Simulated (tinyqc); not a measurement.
Worked calculation: microkinetic model of low-temperature epitaxy from hydride gases: adsorption, hydrogen desorption and rate control. Computed by tinyqc, a small Python program that keeps every step. Command: `OMP_NUM_THREADS=1 python tinyqc.py 3025897 3025898 out.jsonl hepi walk`. One thread of a shared host (Intel(R) Xeon(R) Processor @ 2.30GHz), about 0.01 s of CPU time with the checks. Intermediate numbers are printed to about 5 digits and carried at full precision; extremes and crossings named in words are read from the listed rows.

Each hydride molecule needs two free sites and leaves four hydrogen atoms, of which two leave at once as H2; theta is the hydrogen coverage, the site density is 6.78 per nm^2 and one layer is 1.358 angstrom thick.

Inputs (values chosen for the exercise, close to those used for silane and germane, with second-order desorption as on Si(111) but the site density of Si(001)):
```
quantity                                           value  unit
silane pressure p_S                                0.029    Pa
sticking prefactor of silane s0                    0.083     -
adsorption barrier E_s                               0.2    eV
desorption prefactor nu_d                        4.9e+12   1/s
desorption energy on silicon E_d                    2.18    eV
hydrogen carrier pressure p_H                          0    Pa
sticking of hydrogen s_H                         4.5e-07     -
temperature T                                        710     C
germane pressure p_G                             0.00069    Pa
sticking ratio of germane to silane r_G              4.5     -
lowering of E_d per unit germanium fraction, dE     0.59    eV
```

Film: silicon-germanium. Order of hydrogen desorption: second.

Constants: k_B = 8.617333262e-05 eV/K; u = 1.6605390666e-27 kg; k_B = 1.380649e-23 J/K.

## Rate constants

Flux per site F = p/(sqrt(2 pi M k_B T) x 6.78e18 per m^2), M = 32.12 u (silane), 76.63 u (germane), 2.016 u (hydrogen); s = s0 exp(-E_s/(k_B T)); k_S = s F_S, k_G = r_G s F_G; germanium fraction x = k_G/(k_S + k_G); k = k_S + k_G; k_H = s_H F_H; k_d = nu_d exp(-(E_d - dE x)/(k_B T)). Temperatures in kelvin are T(C) + 273.15.

k = 0.53109 1/s

germanium fraction x = 0.064825

k_H = 0 1/s

k_d = 51.433 1/s

## Coverage and growth rate

With k the hydride and k_H the hydrogen adsorption rate on free pairs and k_d the desorption rate, steady state: 2 (k + k_H)(1 - theta)^2 = k_d theta^2; growth rate R = k (1 - theta)^2 layers/s; 1 layer/s = 8.148 nm/min. With c = 2 (k + k_H)/k_d the free share is 1 - theta = 1/(1 + sqrt(c)).

c = 0.020652

hydrogen coverage theta = 0.12565

growth rate R in layers = 0.40601 layers/s

growth rate G = 3.3082 nm/min

The surface is mostly bare: the arrival of hydride limits growth.

## Degrees of rate control

X_i = d ln R/d ln k_i at fixed other constants. With f = 1 - theta and a = 2/f + 2/theta: d ln f/d ln k_d = 1/(a f), so X_d = 2/(a f), X_k = 1 - X_d k/(k + k_H), X_H = -X_d k_H/(k + k_H); they sum to 1.

X_d (desorption) = 0.12565

X_k (hydride adsorption) = 0.87435

X_H (hydrogen adsorption) = 0

## Two regimes over temperature

Limits: desorption-limited R = k_d k/(2 (k + k_H)), adsorption-limited R = k.

Growth:
```
T (C)    theta  G (nm/min)  desorption limit (nm/min)  adsorption limit (nm/min)
400    0.96869  1.7282e-03                 1.8417e-03                     1.7633
450    0.90525  1.9384e-02                 2.3654e-02                     2.1593
500    0.77429  1.3092e-01                 2.1837e-01                     2.5700
550    0.58222  5.2168e-01                 1.5389e+00                     2.9889
600    0.38542  1.2882e+00                 8.6721e+00                     3.4106
650    0.23516  2.2408e+00                 4.0522e+01                     3.8305
700    0.13947  3.1436e+00                 1.6160e+02                     4.2453
750    0.08333  3.9090e+00                 5.6297e+02                     4.6520
800    0.05103  4.5466e+00                 1.7459e+03                     5.0487
850    0.03224  5.0891e+00                 4.8953e+03                     5.4338
```

The apparent activation energy of G is 2.03 eV between the first rows and 0.23 eV between the last; full hydrogen cover gives a value near the desorption energy (plus E_s where k_H far exceeds k), a bare surface one near E_s less k_B T/2 from the flux. The coverage passes one half between 550 and 600 C, the knee of the Arrhenius plot.

Checks made by the program: steady coverage against time integration of d theta/dt (relative difference below 1e-10); degree of control against a finite difference (relative difference 3e-10).
